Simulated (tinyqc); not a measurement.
Angle series: uniform film or islands? Model: X-ray photoelectron analysis of a thin oxide on a semiconductor: attenuation lengths, thickness, angle series and band offsets. Computed by tinyqc, a small Python program. Command: `OMP_NUM_THREADS=1 python tinyqc.py 3114012 3114013 out.jsonl xps walk`. One thread of a shared host (Intel(R) Xeon(R) Processor @ 2.30GHz), about 0.01 s of CPU time with the checks.

The same element is seen in the oxide and in the substrate, at nearly the same kinetic energy; films are flat and uniform, and the work function is ignored.

Inputs (values chosen for the exercise, modelled on SiO2 on silicon):

| quantity | value | unit |
|---|---|---|
| photon energy | 1486.6 | eV |
| binding energy of the core level | 99.4 | eV |
| oxide density | 2.17 | g/cm^3 |
| oxide formula mass | 60.08 | g/mol |
| valence electrons per oxide formula | 16 | - |
| oxide gap | 9.01 | eV |
| substrate density | 2.33 | g/cm^3 |
| substrate formula mass | 28.09 | g/mol |
| valence electrons per substrate formula | 4 | - |
| substrate gap | 1.12 | eV |
| oxide thickness d | 4.9 | nm |
| emission angle from the normal | 55 | degrees |
| attenuation length over inelastic mean free path | 0.93 | - |
| carbon overlayer | 0.52 | nm |

Method:
- TPP-2M: lambda = E/(E_p^2 [b ln(c E) - C/E + D/E^2]) in angstrom, E_p = 28.8 sqrt(N_v rho/M), b = -0.10 + 0.944/sqrt(E_p^2 + E_g^2) + 0.069 rho^0.1, c = 0.191/sqrt(rho), U = N_v rho/M, C = 1.97 - 0.91 U, D = 53.4 - 20.8 U, with E = photon energy less binding energy in eV.
- Attenuation length L = factor x lambda.
- R_0 = (rho_o/M_o) L_o/((rho_s/M_s) L_s); peak ratio R = I_ox/I_sub = R_0 [exp(d/(L_o cos theta)) - 1]; hence d = L_o cos theta ln(1 + R/R_0). A carbon layer weakens both peaks alike, by exp(-d_C/(L_o cos theta)) if its L is taken equal to L_o. This R_0 leaves out intrinsic losses from the substrate peak, so calibrated values can be larger.
- Islands: half of the surface carries 2 d and half none, R = R_0 (1/2)(1 - t)/(1/2 + t/2) with t = exp(-2 d/(L_o cos theta)); the apparent thickness is read with the uniform formula.

R_0 = 0.551823

L in the oxide = 3.64151 nm

Against the angle:

| theta (degrees) | R, uniform | R, islands | apparent d, islands (nm) |
|---|---|---|---|
| 0 | 1.567 | 0.48175 | 2.2852 |
| 20 | 1.759 | 0.49226 | 2.1820 |
| 35 | 2.301 | 0.51201 | 1.9580 |
| 45 | 3.149 | 0.52781 | 1.7282 |
| 55 | 5.211 | 0.54180 | 1.4287 |
| 65 | 12.770 | 0.54993 | 1.0641 |
| 75 | 99.376 | 0.55179 | 0.6533 |

A uniform film gives d = 4.9 nm at every angle. The island film of the same volume reads 2.29 nm at normal emission and 0.653 nm at 75 degrees; its ratio cannot pass R_0, since the bare half always shows the substrate.

Extremes, crossings and ranges named in words are read from the listed rows.
